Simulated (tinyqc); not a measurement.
What moves the results: Boltzmann transport in a parabolic band with a power-law relaxation time. A value that a table varies takes the place of the one given here.

F_j(eta) = (1/Gamma(j + 1)) integral_0^infinity x^j dx/(1 + exp(x - eta)), which tends to exp(eta) for eta << 0.

n = N F_1/2(eta) with N = 2 (m kB T/(4 pi c))^(3/2) with c = hbar^2/2m0, in 1/angstrom^3; times 1e24 for 1/cm^3, m = md.

tau = tau0 x^r with x = E/kT. With K_j = Gamma(j + 1) F_j(eta): <tau> = tau0 (r + 3/2) K_(r+1/2)/((3/2) K_(1/2)); mu = <tau>/(mc m0/e), m0/e = 5.685630e-12 kg/C; Hall factor rH = (3/2) K_(1/2) (2r + 3/2) K_(2r+1/2)/((r + 3/2) K_(r+1/2))^2; Seebeck S = -(kB/e) [(r + 5/2) K_(r+3/2)/((r + 3/2) K_(r+1/2)) - eta]; Lorenz number L = (kB/e)^2 [(r + 7/2) K_(r+5/2)/((r + 3/2) K_(r+1/2)) - ((r + 5/2) K_(r+3/2)/((r + 3/2) K_(r+1/2)))^2]; kB/e in V/K. Valley anisotropy is left out of rH.

Constants: hbar^2/2m0 = 3.80998211 eV angstrom^2; kB = 8.617333262e-05 eV/K.

Inputs chosen for the exercise (masses near those of Si; tau0 is set for a mobility of the usual size at this n, kL is a free input; freeze-out and phonon drag, which matter near 77 K, are left out; not measured data):
- md = 1.016 m0 (density-of-states mass)
- mc = 0.2454 m0 (conductivity mass)
- tau0 = 11 fs (tau at E = kT)
- r = 0 (exponent of tau)
- T = 300 K
- kL = 10 W/(m K) (lattice thermal conductivity)
- ta = 180 fs (acoustic tau at E = kT and 300 K)
- ti = 240 fs (impurity tau at E = kT and 300 K)
- n = 3.6e+19 1/cm^3 (electron density)

## Doping: the thermoelectric optimum

tau0 is held fixed. sigma = e n mu with e = 1.602176634e-19 C; ZT = S^2 sigma T/(kL + L sigma T).

Results:
```
n (1/cm^3)    eta  mu (cm^2/(V s))  sigma (S/cm)     rH  S (microvolt/K)  L (1e-8)  S^2 sigma (mW/(m K^2))      ZT
3.0e+17     -4.45             78.8          3.79  1.000             -599     1.857                   0.136  0.0041
8.0e+17     -3.46             78.8          10.1  1.000             -515     1.859                   0.268  0.0080
3.0e+18     -2.11             78.8          37.9  1.000             -401     1.866                   0.611   0.018
8.0e+18     -1.06             78.8           101  1.000             -318     1.881                    1.02   0.031
2.0e+19      0.02             78.8           253  1.000             -243     1.916                    1.49   0.044
3.0e+19      0.56             78.8           379  1.000             -211     1.943                    1.68   0.049
6.0e+19      1.65             78.8           758  1.000             -159     2.013                    1.91   0.055
1.0e+20      2.67             78.8      1.26e+03  1.000             -124     2.086                    1.95   0.054
3.0e+20      6.08             78.8      3.79e+03  1.000              -66     2.276                    1.67   0.040
6.0e+20      9.79             78.8      7.58e+03  1.000              -43     2.364                    1.38   0.027
```

|S| falls by 198 microvolt/K from the first to the third row (198 a decade in the non-degenerate range; holes, which count near the intrinsic density, and non-parabolicity are left out). The power factor peaks at 1e+20 1/cm^3 of those listed (eta = 2.67, S = -124); ZT is largest at 6e+19 1/cm^3 (eta = 1.65). With a constant tau, mu does not depend on n and rH is 1. A real tau0 would fall with doping.

## The scattering mechanism

eta = 0.82303

Same eta for each exponent.

Results:
```
r                                     mechanism  <tau>/tau0     rH  S (microvolt/K)  L (1e-8 W ohm/K^2)
-0.5                           acoustic phonons       0.637  1.111           -159.2               1.701
0.0                  a constant relaxation time       1.000  1.000           -196.5               1.958
0.5   polar optical or piezoelectric scattering       1.702  1.071           -233.1               2.236
1.5                          ionised impurities       6.007  1.638           -306.7               2.855
```

From r = -1/2 to 3/2 |S| grows by 147.4 microvolt/K, against 2 kB/e = 172.3 in the non-degenerate limit: scattering that favours fast electrons raises the mean energy carried. rH is 1 only for constant tau and reaches 1.638 for r = 3/2; L spans 1.701 to 2.855 against the metallic 2.443.

## Mobility against temperature (two scattering mechanisms together, and the Matthiessen rule)

Non-degenerate electrons. 1/tau(x) = x^(1/2)/tA + 1/(tI x^(3/2)), x = E/kT, with tA = ta (T/300)^(-3/2) and tI = ti (T/300)^(3/2) (the screening logarithm is held fixed). <tau> = integral x^(3/2) tau exp(-x) dx/Gamma(5/2); mu = <tau>/(mc m0/e), m0/e = 5.685630e-12 kg/C. Matthiessen: 1/mu = 1/muA + 1/muI with <tau>A = tA Gamma(2)/Gamma(5/2), <tau>I = tI Gamma(4)/Gamma(5/2).

rH = <tau^2>/<tau>^2. ta and ti are inputs of their own, not tied to tau0.

Mobilities (cm^2/(V s)):
```
T (K)  acoustic  impurity  Matthiessen  exact     rH  Matthiessen/exact
40     1.99e+04       378          371    357  1.787              1.040
60     1.09e+04       694          653    587  1.603              1.112
80     7.05e+03  1.07e+03          928    769  1.436              1.206
120    3.84e+03  1.96e+03     1.30e+03    950  1.221              1.367
160    2.49e+03  3.02e+03     1.37e+03    960  1.115              1.423
220    1.55e+03  4.88e+03     1.17e+03    852  1.050              1.377
300         970  7.76e+03          863    679  1.030              1.271
400         630  1.20e+04          599    509  1.036              1.176
550         391  1.93e+04          383    348  1.060              1.100
```

The exact mobility peaks at 160 K of those listed. The two mechanisms are equal between 120 and 160 K. The rule overestimates everywhere, most at 160 K (by 42 %), since impurities stop the slow electrons and phonons the fast ones. rH runs between 1.030 and 1.787; the pure limits are 1.178 and 1.933, and the mixture dips below both, since the opposite energy slopes of the two rates leave tau nearly constant. Optical and intervalley phonons, left out, lower real mobilities above about 150 K.

## What moves the coefficients

sigma = e n mu with e = 1.602176634e-19 C; ZT = S^2 sigma T/(kL + L sigma T). Each row changes one parameter from the base and keeps the others.

Results:
```
case                mu (cm^2/(V s))  sigma (S/cm)  S (microvolt/K)      ZT
base                          78.84         454.7           -196.5  0.0513
md = 1.321 m0                 78.84         454.7           -227.3  0.0687
mc = 0.319 m0                 60.65         349.8           -196.5  0.0397
n = 7.2e+19 1/cm^3            78.84         909.5           -146.0  0.0551
tau0 = 16.5 fs                118.3         682.1           -196.5  0.0760
kL = 5 W/(m K)                78.84         454.7           -196.5   0.100
T = 350 K                     78.84         454.7           -214.4  0.0710
```

The largest shifts from the base row, up to three for each result and ties (the steps differ in size, so this ranks the rows, not the parameters). mu (cm^2/(V s)): tau0 +39.4, mc -18.2; unchanged at the printed digits by md, n, kL and T. sigma (S/cm): n +455, tau0 +227, mc -105; unchanged at the printed digits by md, kL and T. S (microvolt/K): n +50.5, md -30.7, T -17.9; unchanged at the printed digits by mc, tau0 and kL. ZT: kL +0.0487, tau0 +0.0247, T +0.0197. The row for T keeps tau0 fixed; for phonon scattering tau0 itself falls as T rises.

Program tinyqc; command `OMP_NUM_THREADS=1 python tinyqc.py 1680806 1680807 out.jsonl`; about 0.01 s on one thread of a shared Intel(R) Xeon(R) Processor @ 2.30GHz.
